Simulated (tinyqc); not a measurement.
Time-domain thermoreflectance: layered heat flow under a modulated pulse train, and what the signal ratio measures: one step, computed by the program tinyqc. Command: `OMP_NUM_THREADS=1 python tinyqc.py 3111252 3111253 out.jsonl tdtr walk`. One thread of a shared host (Intel(R) Xeon(R) Processor @ 2.30GHz), about 0.2 s of CPU time with the checks.

Pulses repeat at 80 MHz; heat is laid down at the surface, all layers are isotropic, and the film is in perfect contact with the substrate.

Problem. Length and time scales. Penetration depth sqrt(kappa/(pi f C)); effusivity sqrt(kappa C); cooling time of the metal d C_m/G; Kapitza length kappa/G.

Inputs (values chosen for the exercise, modelled on aluminium on silicon): metal thickness d = 110 nm; metal heat capacity = 2.42 MJ/(m^3 K); boundary conductance G under the metal = 79 MW/(m^2 K); substrate conductivity kappa = 143 W/(m K); substrate heat capacity C = 1.64 MJ/(m^3 K); modulation frequency f = 12 MHz; spot radius w (1/e^2, pump and probe) = 3.9 micrometre.

Stack: metal, film, substrate.

Give: penetration depth; effusivity; cooling time of the metal; Kapitza length; depth over spot radius.

Solution.

penetration depth = 1.521 micrometre

effusivity = 15314 W s^(1/2)/(m^2 K)

cooling time of the metal = 3370 ps

Kapitza length = 1810 nm

depth over spot radius = 0.3900

The penetration depth is not small against the spot, so radial spreading in the substrate matters at f.
